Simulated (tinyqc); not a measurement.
Phonon polaritons: single-oscillator infrared dielectric function of a polar cubic crystal. Computed by tinyqc, a small Python program. Command: `OMP_NUM_THREADS=1 python tinyqc.py 3019598 3019599 out.jsonl infrared walk`. One thread of a shared host (Intel(R) Xeon(R) Processor @ 2.30GHz), about 0.01 s of CPU time with the checks.

One ion pair, charges +Z* and -Z*, in a cell of volume Omega = a^3/4. Frequencies omega are given as wavenumbers (1/cm); eps_s is the static dielectric constant.

Inputs (values chosen for the exercise, modelled on sodium chloride):

| quantity | value | unit |
|---|---|---|
| lattice constant a | 5.64 | angstrom |
| mass M_A | 22.99 | u |
| mass M_B | 35.45 | u |
| omega_TO | 166 | 1/cm |
| Born charge Z* | 1.12 | e |
| eps_inf | 2.3 | - |

Structure: rock salt. Free carriers: absent.

Constants: nu for 1 eV/(angstrom^2 u) = 15.6333042 THz; 1 THz = 33.35640952 1/cm; e^2/(4 pi eps_0) = 14.39964548 eV angstrom.

Method. mu = M_A M_B/(M_A + M_B); ionic plasma term W^2 = 4 pi Z*^2 (e^2/(4 pi eps_0))/(Omega mu) in eV/(angstrom^2 u), turned into 1/cm by W = 15.6333042 x 33.35640952 x sqrt(W^2); omega_LO^2 = omega_TO^2 + W^2/eps_inf; eps_s = eps_inf + W^2/omega_TO^2; Szigeti charge 3 Z*/(eps_inf + 2); longitudinal (Callen) charge Z*/eps_inf. Transverse waves without damping obey Q^2 = omega^2 eps(omega), Q = wave vector/(2 pi) in 1/cm: eps_inf omega^4 - (eps_inf omega_LO^2 + Q^2) omega^2 + Q^2 omega_TO^2 = 0.

eps_s = 5.88112

omega_LO = 265.445 1/cm

Branches (1/cm):

| Q | lower branch | upper branch | Q/sqrt(eps_s) | Q/sqrt(eps_inf) |
|---|---|---|---|---|
| 40 | 16.44 | 266.2 | 16.5 | 26.4 |
| 120 | 48.15 | 272.8 | 49.5 | 79.1 |
| 240 | 88.74 | 296.0 | 99.0 | 158.3 |
| 400 | 124.01 | 353.1 | 164.9 | 263.8 |
| 600 | 144.68 | 453.9 | 247.4 | 395.6 |
| 1000 | 157.94 | 693.0 | 412.4 | 659.4 |
| 2000 | 163.96 | 1335.2 | 824.7 | 1318.8 |
| 4000 | 165.49 | 2645.7 | 1649.4 | 2637.5 |

What does the comparison show, and why?

The lower branch starts as light slowed by sqrt(eps_s) (0.997 of that line) and ends at 0.997 omega_TO; the upper starts at 1.003 omega_LO and ends at 1.003 of the light line with eps_inf. No branch lies between omega_TO and omega_LO.
